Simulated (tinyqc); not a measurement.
Deformation-potential model of the L valleys of a conduction band: one step. Piezoresistance from repopulation. Two cases, with inputs chosen for the exercise.

Question. For small stress d(rho)/rho = pi X. For valleys on the <111> axes pi11 = pi12 = 0 and pi44 = -Xu s44/(3 kT) x (K - 1)/(2K + 1), K = ml/mt. For stress along [110]: pi_l = (pi11 + pi12 + pi44)/2 with the current along it and pi_t = (pi11 + pi12 - pi44)/2 with the current along [1-10]. 1/GPa = 100 x 1e-11/Pa.

Constants: kB = 8.617333262e-05 eV/K.

Case 1.

Values chosen (near those of Ge; shifted at random, so the results belong to these values and not to a real crystal):
- ml = 1.532 m0 (longitudinal mass)
- mt = 0.083 m0 (transverse mass)
- Xu = 17.14 eV (uniaxial potential)
- T = 300 K (temperature)

s11, s12, s44 (1/TPa): [9.845581, -2.748877, 15.408320]

Case 2.

Values chosen (near those of Ge; shifted at random, so the results belong to these values and not to a real crystal):
- ml = 1.634 m0 (longitudinal mass)
- mt = 0.082 m0 (transverse mass)
- Xu = 16.79 eV (uniaxial potential)
- T = 400 K (temperature)

s11, s12, s44 (1/TPa): [10.106693, -2.813203, 14.598540]

Give: K; pi11, pi12, pi44; pi_l, pi_t for [110].

Answer.

Case 1.

K = 18.458

pi11, pi12, pi44 (1e-11/Pa): [0.0, 0.0, -156.8]

pi_l, pi_t for [110] (1e-11/Pa): [-78.4, 78.4]

Case 2.

K = 19.927

pi11, pi12, pi44 (1e-11/Pa): [0.0, 0.0, -109.8]

pi_l, pi_t for [110] (1e-11/Pa): [-54.9, 54.9]

Only the transfer between valleys is counted; changes of mass and of intervalley scattering add to it in a real crystal.

Computed by tinyqc, one run a case: `OMP_NUM_THREADS=1 python tinyqc.py N N+1 out.jsonl` with N = 1080247, 1080641; one thread of a shared Intel(R) Xeon(R) Processor @ 2.30GHz, about 0.03 s a run at most.
